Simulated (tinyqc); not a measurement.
Harmonic frequencies on the UHF/sto-3g surface (energies and gradients from PySCF), for H2+, spin multiplicity 2, step by step. One step of it, computed by the program tinyqc.

Task: Normal modes. Diagonalise H_ij / sqrt(m_i m_j); the 5 smallest eigenvalues belong to translations and rotations; wavenumber = sqrt(eigenvalue / 1822.888) x 219474.63; each mode has its largest component positive (the first on a tie); zero-point energy = sum of wavenumbers / 2, with 349.755 1/cm per kcal/mol. A mass of 2.014 u marks deuterium.

Hessian (symmetrised) (hartree/bohr^2), order 1Hx, 1Hy, 1Hz, 2Hx, 2Hy, 2Hz:
```
[[-0.00000731, 0.00000000, 0.00000000, 0.00000731, 0.00000000, 0.00000000],
 [0.00000000, -0.00000731, 0.00000000, 0.00000000, 0.00000731, 0.00000000],
 [0.00000000, 0.00000000, 0.14369224, 0.00000000, 0.00000000, -0.14369224],
 [0.00000731, 0.00000000, 0.00000000, -0.00000731, 0.00000000, 0.00000000],
 [0.00000000, 0.00000731, 0.00000000, 0.00000000, -0.00000731, 0.00000000],
 [0.00000000, 0.00000000, -0.14369224, 0.00000000, 0.00000000, 0.14369224]]
```

masses (u): [2.014102, 1.007825]

Give: eigenvalues of the mass-weighted Hessian; harmonic wavenumbers of the vibrations; mass-weighted modes; zero-point energy.

Result:

eigenvalues of the mass-weighted Hessian (hartree/(bohr^2 u)): [0.0000, 0.0000, 0.0000, 0.0000, 0.0000, 0.2139]

harmonic wavenumbers of the vibrations (1/cm): [2377.5]

mass-weighted modes, order 1Hx, 1Hy, 1Hz, 2Hx, 2Hy, 2Hz:
```
[[0.0000],
 [0.0000],
 [-0.5775],
 [0.0000],
 [0.0000],
 [0.8164]]
```

zero-point energy = 3.3989 kcal/mol
